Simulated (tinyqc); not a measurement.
MP2 on RHF in the sto-6g basis, for H3+, spin multiplicity 1, step by step. One step of it, computed by the program tinyqc.

Task: Iteration 1: building the Fock matrix. J_ij = sum D_kl (ij|kl), K_ij = sum D_kl (ik|jl); F = H + J - 0.5 K; E = tr D H + tr D J / 2 - 0.25 tr D K + E_nn.

D at the start:
```
          1H 1s     2H 1s     3H 1s
1H 1s  0.645760  0.472115  0.382488
2H 1s  0.472115  0.345163  0.279637
3H 1s  0.382488  0.279637  0.226550
```

core Hamiltonian H = T + V (hartree):
```
           1H 1s      2H 1s      3H 1s
1H 1s  -1.327125  -0.699322  -0.602957
2H 1s  -0.699322  -1.257575  -0.417113
3H 1s  -0.602957  -0.417113  -1.221035
```

Two-electron integrals (ij|kl) in chemists' order, unique and non-zero (hartree):
```
(11|11) 0.774999   (21|11) 0.239317   (21|21) 0.100358   (22|11) 0.427121
(22|21) 0.239317   (22|22) 0.774999   (31|11) 0.199900   (31|21) 0.070179
(31|22) 0.139810   (31|31) 0.072926   (32|11) 0.109146   (32|21) 0.049404
(32|22) 0.126026   (32|31) 0.043043   (32|32) 0.031965   (33|11) 0.397013
(33|21) 0.154607   (33|22) 0.335629   (33|31) 0.199900   (33|32) 0.126026
(33|33) 0.774999
```

nuclear repulsion = 1.20868845 hartree

Give: Coulomb J; exchange K; Fock matrix F; total energy of this density.

Result:

Coulomb J (hartree):
```
       1H 1s  2H 1s  3H 1s
1H 1s  1.178  0.448  0.369
2H 1s  0.448  1.023  0.240
3H 1s  0.369  0.240  0.917
```

exchange K (hartree):
```
       1H 1s  2H 1s  3H 1s
1H 1s  0.970  0.617  0.511
2H 1s  0.617  0.674  0.385
3H 1s  0.511  0.385  0.498
```

Fock matrix F (hartree):
```
        1H 1s   2H 1s   3H 1s
1H 1s  -0.634  -0.560  -0.490
2H 1s  -0.560  -0.572  -0.370
3H 1s  -0.490  -0.370  -0.553
```

total energy of this density = -1.17363 hartree
